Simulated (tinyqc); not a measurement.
Worked calculation: RKS/LDA (VWN5) in the sto-3g basis, for H4, spin multiplicity 1. Computed by tinyqc, a small Python program that keeps every step (integrals from PySCF). Settings: charge = 0, multiplicity = 1, basis = sto-3g, energy threshold = 1e-08, iteration cap = 78, orthogonalisation = symmetric, start = atomic densities, DIIS depth = 0, method = RKS, functional = lda,vwn, grid = [30, 50]. Command: `OMP_NUM_THREADS=1 python tinyqc.py 20796 20797 out.jsonl` (the two numbers bound the seeds that draw the settings). One thread of a shared host (Intel(R) Xeon(R) Processor @ 2.60GHz), about 0.7 s of CPU time with the checks. Later iterations appear only in the table of the cycle.

## One-electron integrals

Geometry (angstrom):
```
atom,x,y,z
H,0.000000,0.000000,0.000000
H,0.000000,0.000000,1.455000
H,0.000000,0.000000,2.736000
H,0.000000,0.000000,4.192000
```

Basis sto-3g: exponents (1/bohr^2) and contraction coefficients of normalised primitives:
```
element,l (shell),exponent,coefficient
H,s (1),3.425251,0.154329
H,s (1),0.623914,0.535328
H,s (1),0.168855,0.444635
```

Overlap, kinetic and nuclear-attraction integrals over the contracted functions; the nuclear repulsion is the sum of Za Zb / Rab.

nuclear repulsion = 1.65322833 hartree

overlap S:
```
,1H 1s,2H 1s,3H 1s,4H 1s
1H 1s,1.000000,0.273760,0.031382,0.001074
2H 1s,0.273760,1.000000,0.347823,0.031320
3H 1s,0.031382,0.347823,1.000000,0.273373
4H 1s,0.001074,0.031320,0.273373,1.000000
```

kinetic energy T (hartree):
```
,1H 1s,2H 1s,3H 1s,4H 1s
1H 1s,0.760032,0.013774,-0.008913,-0.000792
2H 1s,0.013774,0.760032,0.036944,-0.008905
3H 1s,-0.008913,0.036944,0.760032,0.013675
4H 1s,-0.000792,-0.008905,0.013675,0.760032
```

nuclear attraction V (hartree):
```
,1H 1s,2H 1s,3H 1s,4H 1s
1H 1s,-1.908172,-0.477249,-0.053100,-0.001765
2H 1s,-0.477249,-2.190802,-0.670115,-0.052984
3H 1s,-0.053100,-0.670115,-2.190632,-0.476430
4H 1s,-0.001765,-0.052984,-0.476430,-1.907860
```

core Hamiltonian H = T + V (hartree):
```
,1H 1s,2H 1s,3H 1s,4H 1s
1H 1s,-1.148140,-0.463475,-0.062013,-0.002556
2H 1s,-0.463475,-1.430770,-0.633171,-0.061889
3H 1s,-0.062013,-0.633171,-1.430600,-0.462755
4H 1s,-0.002556,-0.061889,-0.462755,-1.147828
```

## Two-electron integrals

Functions are numbered as in S; the eight-fold symmetry (ij|kl) = (ji|kl) = (kl|ij) leaves the list below.

Two-electron integrals (ij|kl) in chemists' order, unique and non-zero (hartree):
```
i,j,k,l,(ij|kl)
1,1,1,1,0.774606
2,1,1,1,0.148692
2,1,2,1,0.042969
2,2,1,1,0.355334
2,2,2,1,0.148692
2,2,2,2,0.774606
3,1,1,1,0.012100
3,1,2,1,0.004086
3,1,2,2,0.017303
3,1,3,1,0.000464
3,2,1,1,0.089065
3,2,2,1,0.036208
3,2,2,2,0.198854
3,2,3,1,0.005144
3,2,3,2,0.072251
3,3,1,1,0.193378
3,3,2,1,0.073482
3,3,2,2,0.396350
3,3,3,1,0.012100
3,3,3,2,0.198854
3,3,3,3,0.774606
4,1,1,1,0.000277
4,1,2,1,0.000106
4,1,2,2,0.000528
4,1,3,1,0.000014
4,1,3,2,0.000190
4,1,3,3,0.000528
4,1,4,1,5.22e-07
4,2,1,1,0.006047
4,2,2,1,0.002295
4,2,2,2,0.012073
4,2,3,1,0.000344
4,2,3,2,0.005132
4,2,3,3,0.017268
4,2,4,1,0.000014
4,2,4,2,0.000462
4,3,1,1,0.042123
4,3,2,1,0.014881
4,3,2,2,0.073362
4,3,3,1,0.002296
4,3,3,2,0.036147
4,3,3,3,0.148439
4,3,4,1,0.000105
4,3,4,2,0.004071
4,3,4,3,0.042838
4,4,1,1,0.126235
4,4,2,1,0.042175
4,4,2,2,0.193308
4,4,3,1,0.006057
4,4,3,2,0.089022
4,4,3,3,0.355118
4,4,4,1,0.000277
4,4,4,2,0.012073
4,4,4,3,0.148439
4,4,4,4,0.774606
```

## Orthogonalisation

S = U s U^T; symmetric (Loewdin) form X = U s^(-1/2) U^T, so that X^T S X = 1.

eigenvalues of S: 0.527680  0.823688  1.123422  1.525210

X:
```
,1H 1s,2H 1s,3H 1s,4H 1s
1H 1s,1.031028,-0.151657,0.024583,-0.003007
2H 1s,-0.151657,1.084893,-0.201258,0.024556
3H 1s,0.024583,-0.201258,1.084796,-0.151423
4H 1s,-0.003007,0.024556,-0.151423,1.030936
```

## Starting guess

The start is atomic minimal-basis densities projected into this basis (PySCF's MINAO start) and scaled to the electron count of each spin; this density is not idempotent, so its energy is not variational and may lie below the converged one.

D at the start:
```
,1H 1s,2H 1s,3H 1s,4H 1s
1H 1s,0.976956,0.084916,0.013084,0.003802
2H 1s,0.084916,0.944114,0.090882,0.013069
3H 1s,0.013084,0.090882,0.944165,0.084882
4H 1s,0.003802,0.013069,0.084882,0.976993
```

## Iteration 1: exchange-correlation on the grid

Becke grid with 30 radial and 50 angular points per atom, points of zero weight dropped. rho = sum D_ij phi_i phi_j; V_xc,ij = sum w v_xc phi_i phi_j; v_xc is d(rho eps)/d rho.

The 8 grid points with the largest w rho, of 5950 (bohr, atomic units):
```
x,y,z,w,rho,eps_xc,v_xc
0.000000,-0.761462,4.408829,0.061549,0.048898,-0.318288,-0.415384
0.761462,0.000000,4.408829,0.061549,0.048898,-0.318288,-0.415384
0.000000,0.761462,4.408829,0.061549,0.048898,-0.318288,-0.415384
-0.761462,0.000000,4.408829,0.061549,0.048898,-0.318288,-0.415384
-0.761462,0.000000,3.511014,0.061549,0.048898,-0.318286,-0.415383
0.761462,0.000000,3.511014,0.061549,0.048898,-0.318286,-0.415383
0.000000,-0.761462,3.511014,0.061549,0.048898,-0.318286,-0.415383
0.000000,0.761462,3.511014,0.061549,0.048898,-0.318286,-0.415383
```

electrons on the grid, sum of w rho = 3.999458

E_xc = sum of w rho eps_xc = -1.27650083 hartree

V_xc (hartree):
```
,1H 1s,2H 1s,3H 1s,4H 1s
1H 1s,-0.412546,-0.096945,-0.010224,-0.000327
2H 1s,-0.096945,-0.425789,-0.130303,-0.010201
3H 1s,-0.010224,-0.130303,-0.425769,-0.096777
4H 1s,-0.000327,-0.010201,-0.096777,-0.412524
```

## Iteration 1: building the Kohn-Sham matrix

J_ij = sum D_kl (ij|kl); F = H + J + V_xc; E = tr D H + tr D J / 2 + E_xc + E_nn.

Coulomb J (hartree):
```
,1H 1s,2H 1s,3H 1s,4H 1s
1H 1s,1.447212,0.412804,0.047540,0.001609
2H 1s,0.412804,1.716166,0.575167,0.047438
3H 1s,0.047540,0.575167,1.716021,0.412126
4H 1s,0.001609,0.047438,0.412126,1.446925
```

Kohn-Sham matrix F (hartree):
```
,1H 1s,2H 1s,3H 1s,4H 1s
1H 1s,-0.113473,-0.147616,-0.024697,-0.001274
2H 1s,-0.147616,-0.140393,-0.188307,-0.024652
3H 1s,-0.024697,-0.188307,-0.140348,-0.147407
4H 1s,-0.001274,-0.024652,-0.147407,-0.113427
```

total energy of this density = -1.68599096 hartree

This density is the starting one; it is not idempotent, so its energy is not variational and may lie below the converged one.

## Iteration 1: diagonalisation and new density

Diagonalise F' = X^T F X, C = X C', fill 2 alpha and 2 beta electrons from the bottom; D = 2 C_occ C_occ^T. Each column has its largest component positive (the first on a tie).

F' = X^T F X (hartree):
```
,1,2,3,4
1,-0.077617,-0.132559,0.025147,-0.003938
2,-0.132559,-0.044153,-0.175638,0.025120
3,0.025147,-0.175638,-0.044213,-0.132357
4,-0.003938,0.025120,-0.132357,-0.077676
```

orbital energies (hartree): MO1 -0.278359, MO2 -0.159164, MO3 -0.023047, MO4 0.216911

coefficients C:
```
,MO1,MO2,MO3,MO4
1H 1s,0.269525,-0.583173,0.680960,-0.458467
2H 1s,0.505682,-0.323710,-0.377597,0.859080
3H 1s,0.505354,0.324360,-0.378378,-0.858522
4H 1s,0.268945,0.583558,0.681302,0.457523
```

D after iteration 1:
```
,1H 1s,2H 1s,3H 1s,4H 1s
1H 1s,0.825468,0.650145,-0.105905,-0.535656
2H 1s,0.650145,0.721004,0.301100,-0.105806
3H 1s,-0.105905,0.301100,0.721185,0.650391
4H 1s,-0.535656,-0.105806,0.650391,0.825743
```

## Iteration 2: exchange-correlation on the grid

As before.

The 8 grid points with the largest w rho, of 5950 (bohr, atomic units):
```
x,y,z,w,rho,eps_xc,v_xc
0.000000,0.916242,0.916242,0.098042,0.035607,-0.288971,-0.376874
0.916242,0.000000,0.916242,0.098042,0.035607,-0.288971,-0.376874
0.000000,-0.916242,0.916242,0.098042,0.035607,-0.288971,-0.376874
-0.916242,0.000000,0.916242,0.098042,0.035607,-0.288971,-0.376874
0.916242,0.000000,7.005490,0.098084,0.035580,-0.288905,-0.376788
-0.916242,0.000000,7.005490,0.098084,0.035580,-0.288905,-0.376788
0.000000,0.916242,7.005490,0.098084,0.035580,-0.288905,-0.376788
0.000000,-0.916242,7.005490,0.098084,0.035580,-0.288905,-0.376788
```

electrons on the grid, sum of w rho = 3.999497

E_xc = sum of w rho eps_xc = -1.23392046 hartree

V_xc (hartree):
```
,1H 1s,2H 1s,3H 1s,4H 1s
1H 1s,-0.408727,-0.098828,-0.010341,-0.000328
2H 1s,-0.098828,-0.420487,-0.129028,-0.010318
3H 1s,-0.010341,-0.129028,-0.420465,-0.098661
4H 1s,-0.000328,-0.010318,-0.098661,-0.408717
```

## Iteration 2: building the Kohn-Sham matrix

As before.

Coulomb J (hartree):
```
,1H 1s,2H 1s,3H 1s,4H 1s
1H 1s,1.436939,0.413336,0.047403,0.001601
2H 1s,0.413336,1.699011,0.569047,0.047302
3H 1s,0.047403,0.569047,1.698870,0.412668
4H 1s,0.001601,0.047302,0.412668,1.436711
```

Kohn-Sham matrix F (hartree):
```
,1H 1s,2H 1s,3H 1s,4H 1s
1H 1s,-0.119928,-0.148968,-0.024951,-0.001284
2H 1s,-0.148968,-0.152247,-0.193153,-0.024904
3H 1s,-0.024951,-0.193153,-0.152195,-0.148748
4H 1s,-0.001284,-0.024904,-0.148748,-0.119834
```

total energy of this density = -1.98756811 hartree

## Iteration 2: diagonalisation and new density

As before.

F' = X^T F X (hartree):
```
,1,2,3,4
1,-0.084312,-0.131307,0.025130,-0.003924
2,-0.131307,-0.056192,-0.176384,0.025103
3,0.025130,-0.176384,-0.056244,-0.131107
4,-0.003924,0.025103,-0.131107,-0.084322
```

orbital energies (hartree): MO1 -0.288738, MO2 -0.165836, MO3 -0.032105, MO4 0.205609

coefficients C:
```
,MO1,MO2,MO3,MO4
1H 1s,0.260941,-0.581728,0.684244,-0.460376
2H 1s,0.510436,-0.326478,-0.371268,0.857979
3H 1s,0.510072,0.327315,-0.371871,-0.857453
4H 1s,0.260273,0.581943,0.684714,0.459498
```

D after iteration 2:
```
,1H 1s,2H 1s,3H 1s,4H 1s
1H 1s,0.812995,0.646230,-0.114619,-0.541233
2H 1s,0.646230,0.734265,0.306995,-0.114279
3H 1s,-0.114619,0.306995,0.734616,0.646472
4H 1s,-0.541233,-0.114279,0.646472,0.812799
```

## Convergence

Stop when the energy changes by less than 1e-08 hartree and every element of the error matrix X^T (F D S - S D F) X is below 3e-05.

Course of the cycle:
```
iteration,E (hartree),change,largest element of the error matrix
1,-1.68599096,-,1.08e-02
2,-1.98756811,-3.02e-01,4.50e-03
3,-1.98751414,5.40e-05,9.02e-03
4,-1.98728551,2.29e-04,1.70e-02
5,-1.98652743,7.58e-04,3.19e-02
6,-1.98366906,2.86e-03,6.40e-02
7,-1.97322420,1.04e-02,1.27e-01
8,-1.91735172,5.59e-02,2.79e-01
9,-1.73159938,1.86e-01,3.02e-01
10,-1.43788891,2.94e-01,3.23e-01
11,-0.97006638,4.68e-01,7.40e-01
12,-0.56706249,4.03e-01,7.40e-01
13,-0.49511529,7.19e-02,7.00e-01
14,-0.49441043,7.05e-04,7.00e-01
...,...,...,...
65,-0.49438198,8.73e-05,7.00e-01
66,-0.49446930,-8.73e-05,7.00e-01
67,-0.49438198,8.73e-05,7.00e-01
68,-0.49446930,-8.73e-05,7.00e-01
69,-0.49438198,8.73e-05,7.00e-01
70,-0.49446930,-8.73e-05,7.00e-01
71,-0.49438198,8.73e-05,7.00e-01
72,-0.49446930,-8.73e-05,7.00e-01
73,-0.49438198,8.73e-05,7.00e-01
74,-0.49446930,-8.73e-05,7.00e-01
75,-0.49438198,8.73e-05,7.00e-01
76,-0.49446930,-8.73e-05,7.00e-01
77,-0.49438198,8.73e-05,7.00e-01
78,-0.49446930,-8.73e-05,7.00e-01
```

PySCF RKS in the same basis, fine grid = -1.98774551 hartree

Not converged within the cap of 78 iterations: the residual has stopped falling: the iteration swings between two states. Reruns (cap 100 unless said): DIIS 8: converged in 9; damping 0.5: not converged; level shift 0.5: converged in 14; atomic densities as start, DIIS 8: converged in 9; the original settings with a cap of 400: not converged.
